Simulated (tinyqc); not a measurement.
Worked calculation: grain growth, pinning, strength and diffusional creep of a polycrystal or thin film. Computed by tinyqc, a small Python program that keeps every step. Command: `OMP_NUM_THREADS=1 python tinyqc.py 3014342 3014343 out.jsonl grain walk`. One thread of a shared host (Intel(R) Xeon(R) Processor @ 2.30GHz), about 0.01 s of CPU time with the checks. Intermediate numbers are printed to about 7 digits and carried at full precision; extremes and crossings named in words are read from the listed rows.

One mean grain size d describes the structure.

Inputs (values chosen for the exercise, for a model solid):
```
quantity                                    value        unit
shear modulus G                              48.2         GPa
Burgers vector b                            2.556    angstrom
atomic volume Omega                         11.81  angstrom^3
boundary energy gamma                         0.7       J/m^2
mobility prefactor M0                     2.4e-06   m^4/(J s)
activation energy of boundary motion Q_m     1.55          eV
anneal temperature T                          654           K
anneal time t                                3000           s
initial grain size d0                          17          nm
particle volume fraction f                  0.011           -
particle radius r                             5.2          nm
friction stress sigma_0                        23         MPa
Hall-Petch slope k_y                        0.099   MPa m^0.5
lattice diffusion energy Q_l                 1.76          eV
boundary diffusion energy Q_b                1.06          eV
lattice prefactor D0                      0.00011       m^2/s
boundary prefactor delta D0b                1e-14       m^3/s
applied stress sigma                          150         MPa
service temperature T_c                       486           K
```

Sample: bulk.

Constants: k_B = 8.617333262e-05 eV/K; k_B = 1.380649e-23 J/K.

## Mobility and the sizes at which growth stops

M = M0 exp(-Q_m/(k_B T)). The driving pressure is 2 gamma/d. Zener pinning pressure 3 f gamma/(2 r) stops growth at d_Z = 4 r/(3 f). The limit is d_lim = d_Z.

mobility M = 2.727613e-18 m^4/(J s)

Zener size d_Z = 630.3030 nm

limit d_lim = 630.3030 nm

## Grain size after the anneal

dd/dt = 2 M gamma (1/d - 1/d_lim) integrates to 2 M gamma t = d_lim (d0 - d) + d_lim^2 ln[(d_lim - d0)/(d_lim - d)]; without pinning d^2 = d0^2 + 4 M gamma t.

size without pinning = 152.3186 nm

grain size d = 140.3187 nm

Pinning holds d to 92 % of the free value.

## Yield stress

Hall-Petch term k_y/sqrt(d). Orowan term 3.06 x 0.4 G b ln(2 rbar/b)/(pi lambda sqrt(1 - nu)) with nu = 1/3, rbar = sqrt(2/3) r, lambda = rbar (sqrt(pi/f) - 2). The terms are added to sigma_0.

Hall-Petch term = 264.2880 MPa

Orowan term = 325.5495 MPa

yield stress = 612.8375 MPa

The largest term is the Orowan one. The anneal changed the Hall-Petch term from 759 to 264 MPa.

## Diffusional creep at T_c

Nabarro-Herring rate = 14 sigma Omega D_l/(k_B T d^2), D_l = D0 exp(-Q_l/(k_B T)); Coble rate = 14 pi sigma Omega delta D_b/(k_B T d^3), delta D_b = delta D0b exp(-Q_b/(k_B T)); they are equal at d_x = pi delta D_b/D_l.

Nabarro-Herring rate = 1.158411e-08 1/s

Coble rate = 4.280002e-04 1/s

crossover size d_x = 5184.382 micrometre

time to 1 % strain = 23.36384 s

Boundary diffusion carries the creep, by a factor 37000. Caution: sigma Omega is not small against k_B T, as the linear creep laws assume.

## Strength against creep resistance

Hall-Petch term k_y/sqrt(d).

At T_c and sigma:
```
d (nm)  Hall-Petch term (MPa)  Nabarro-Herring (1/s)   Coble (1/s)  time to 1 % (s)
30                   571.5768           2.534260e-07  4.379524e-02     2.283340e-01
100                  313.0655           2.280834e-08  1.182472e-03     8.456700e+00
300                  180.7484           2.534260e-09  4.379524e-05     2.283221e+02
1000                  99.0000           2.280834e-10  1.182472e-06     8.455232e+03
3000                  57.1577           2.534260e-11  4.379524e-08     2.282032e+05
10000                 31.3065           2.280834e-12  1.182472e-09     8.440582e+06
100000                 9.9000           2.280834e-14  1.182472e-12     8.296828e+09
```

From 100 micrometre to 30 nm grains the Hall-Petch term grows 58 times, while the time to 1 % strain shrinks by 10.6 decades. Coble creep rules in 7 of the seven rows (d_x is a millimetre or more). Fine grains resist slip but creep fast. The Hall-Petch value at 30 nm is at the edge of that law.

## Growth with time

The formulas are those given above.

At T:
```
t (s)   free growth (nm)  pinned growth (nm)    d/d_lim
160               38.871             38.1417  0.0605132
520               65.272             63.0762  0.1000729
1600             111.842            105.3483  0.1671391
5200             200.008            179.4463  0.2846984
16000            349.980            288.4343  0.4576122
52000            630.420            440.1870  0.6983736
160000          1105.559            576.0303  0.9138942
520000          1992.911            628.7346  0.9975116
```

The apparent exponent d ln d/d ln t of the pinned growth is at most about 0.46, below the ideal 1/2, and falls to 0.074 in the last rows: pinning hides it late.

Checks made by the program: d against numerical integration (relative difference 3e-09).
